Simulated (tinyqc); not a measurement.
Lateral field, substrate current, probability of reaching the oxide barrier and hot-carrier lifetime of a silicon transistor (pseudo-two-dimensional and lucky-electron models): one step, computed by the program tinyqc. Command: `OMP_NUM_THREADS=1 python tinyqc.py 3024723 3024724 out.jsonl hotcar walk`. One thread of a shared host (Intel(R) Xeon(R) Processor @ 2.30GHz), about 0.01 s of CPU time with the checks.

Local-field models: a lucky carrier gains its energy at the peak field over a path free of collisions. Voltages are magnitudes.

Question. Peak lateral field. C_ox = 3.9 eps_0/t; F_sat = 2 v_s/mu; V_Dsat = V_ov F_sat L/(V_ov + F_sat L), V_ov = V_G - V_T; I_D/W = C_ox v_s (V_ov - V_Dsat). Scale length l = 0.22 t^(1/3) x_j^(1/2) (all in cm); F_m = sqrt(((V_D - V_Dsat)/l_e)^2 + F_sat^2), with l_e = l; length of the velocity-saturated region l_e ln((V_D - V_Dsat)/(l_e F_sat) + F_m/F_sat).

Inputs (values chosen for the exercise, modelled on a silicon n-channel): channel length L = 710 nm; oxide thickness t = 15 nm; junction depth x_j = 180 nm; mobility mu = 330 cm^2/(V s); saturation velocity v_s = 0.82 1e7 cm/s; threshold voltage V_T = 0.59 V; gate voltage V_G = 2.5 V; drain voltage V_D = 4.4 V; ionisation prefactor A_i = 1.8e+06 1/cm; ionisation field B_i = 1.73 MV/cm; hot-carrier mean free path lambda = 7.3 nm; oxide barrier phi_b = 3.1 eV; interface-trap threshold phi_it = 3.7 eV; lifetime constant H = 10 s microampere/micrometre.

Drain: abrupt.

Constants: eps_0 = 8.8541878128e-12 F/m.

Give: scale length l; peak field F_m; velocity-saturated length; energy gained over one free path, e lambda F_m.

Answer.

scale length l = 106.8 nm

peak field F_m = 300.0 kV/cm

velocity-saturated length = 265.4 nm

energy gained over one free path, e lambda F_m = 0.2190 eV
